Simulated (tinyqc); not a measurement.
# Resistance of a tapered via with liner, size effect and interface: what changes with what

A round via whose diameter grows from db at the bottom as D(z) = db + 2 z/tan(ang). The fill, of diameter D - 2 tl, starts above the bottom liner (thickness fb tl) and has rho = rho0 (1 + ks lam/(D - 2 tl)); the sidewall liner conducts in parallel with it. The bottom liner and the interface are crossed over the full area pi db^2/4. Spreading in the lines above and below is left out.

Inputs (values chosen for the exercise); fill metal close to ruthenium:

| symbol | value | unit | meaning |
|---|---|---|---|
| db | 28 | nm | diameter at the bottom |
| hv | 82 | nm | height |
| ang | 85 | degrees | sidewall angle |
| rho0 | 7.88 | uohm cm | bulk resistivity of the fill |
| lam | 6.48 | nm | mean free path of the fill |
| ks | 1.1 |  | size-effect factor |
| tl | 0.3 | nm | liner on the sidewall |
| fb | 0.7 |  | liner at the bottom over that on the sidewall |
| rl | 230 | uohm cm | resistivity of the liner |
| ri | 1.5e-12 | ohm cm^2 | interface resistivity at the bottom |
| Sb | 1.5e15 | S/m^2 | ballistic conductance per area, about 3/(4 rho0 lam) |
| rho2 | 5.21 | uohm cm | bulk resistivity of the second fill (close to tungsten) |
| lam2 | 15.4 | nm | its mean free path |
| tl2 | 3.1 | nm | its liner |

Each table varies one quantity; the others keep the values above.

## Via resistance against the diameter at the bottom

Slices between z0 = fb tl and hv, evaluated at their midpoints: conductance per length pi/4 [(D - 2 tl)^2/rho + (D^2 - (D - 2 tl)^2)/rl], slice resistance = slice height over that. 2000 slices. R_fill = sum of the slices; R_bottom = rl fb tl/(pi db^2/4); R_interface = ri/(pi db^2/4); ballistic (Sharvin) limit 1/(Sb pi (db - 2 tl)^2/4); ideal cylinder rho0 hv/(pi db^2/4).

Result of one run:
columns A: db (nm); B: R_fill (ohm); C: R_bottom (ohm); D: R_interface (ohm); E: R (ohm); F: ballistic limit (ohm); G: R over ideal cylinder; H: largest part
```
A       B       C       D       E       F        G     H
6  138.90  17.083  5.3052  161.28  29.109  0.70574  fill
```

What becomes of these results when the diameter at the bottom db is changed from 6 to 16 nm, all else the same?

Result of the changed run:
columns A: db (nm); B: R_fill (ohm); C: R_bottom (ohm); D: R_interface (ohm); E: R (ohm); F: ballistic limit (ohm); G: R over ideal cylinder; H: largest part
```
A        B       C        D       E       F        G     H
16  24.068  2.4022  0.74604  27.217  3.5791  0.84689  fill
```

The whole series:
columns A: db (nm); B: R_fill (ohm); C: R_bottom (ohm); D: R_interface (ohm); E: R (ohm); F: ballistic limit (ohm); G: R over ideal cylinder; H: largest part
```
A         B         C         D       E        F        G     H
6    138.90    17.083    5.3052  161.28   29.109  0.70574  fill
8.3  77.547    8.9269    2.7723  89.246   14.317  0.74730  fill
11   46.987    5.0824    1.5784  53.648   7.8479  0.78902  fill
16   24.068    2.4022   0.74604  27.217   3.5791  0.84689  fill
22   13.529    1.2706   0.39460  15.195   1.8535  0.89390  fill
30   7.6519   0.68331   0.21221  8.5474  0.98203  0.93503  fill
42   4.0809   0.34863   0.10827  4.5378  0.49524  0.97297  fill
58   2.2122   0.18281  0.056773  2.4518  0.25763   1.0025  fill
80   1.1926  0.096090  0.029842  1.3186  0.13464   1.0257  fill
```

R falls from 161 to 1.32 ohm. The fill is the largest part at db = 6 and in all other rows. R goes as db^(-1.82) between the first two rows and db^(-1.93) between the last two; area alone gives -2.

## Via resistance against the interface resistivity at the bottom

Same model as above.

2000 slices.

The same in every row: R_fill (ohm) = 8.693; R_bottom (ohm) = 0.7844; ballistic limit (ohm) = 1.131.

Via resistance against the interface resistivity at the bottom:
```
ri (ohm cm^2)  R_interface (ohm)  R (ohm)  R over ideal cylinder  largest part
2e-13                    0.03248    9.510                 0.9062          fill
5e-13                    0.08120    9.559                 0.9109          fill
1e-12                     0.1624    9.640                 0.9186          fill
2e-12                     0.3248    9.802                 0.9341          fill
6e-12                     0.9744    10.45                 0.9960          fill
1e-11                      1.624    11.10                  1.058          fill
3e-11                      4.872    14.35                  1.367          fill
```

Read the table: what changes, and by how much?

R rises from 9.51 to 14.3 ohm. The fill is the largest part at ri = 2e-13 and in all other rows. The share of the two bottom terms goes from 8.59 to 39.4 %.

## Two fill metals against the diameter

2000 slices. R_fill = sum of the slices; R_bottom = rl fb tl/(pi db^2/4); R_interface = ri/(pi db^2/4). The second fill has rho2, lam2 and tl2 in place of rho0, lam and tl.

Two fill metals against the diameter:
```
db (nm)  R, first fill (ohm)  R, second fill (ohm)  ratio second/first
8.5                   85.480                432.81              5.0633
12                    45.845                150.53              3.2834
17                    24.371                60.254              2.4723
24                    12.940                26.660              2.0602
35                    6.4025                11.515              1.7984
49                    3.3851                5.5878              1.6507
70                    1.7072                2.6387              1.5457
100                  0.85452                1.2599              1.4744
```

The ratio goes from 5.06 to 1.47. The first fill gives the lower R in every row.

Computed by the program tinyqc: `OMP_NUM_THREADS=1 python tinyqc.py 2750099 2750100 out.jsonl`, one thread of a shared Intel Xeon 2.30GHz, about 0.01 s for the whole run.
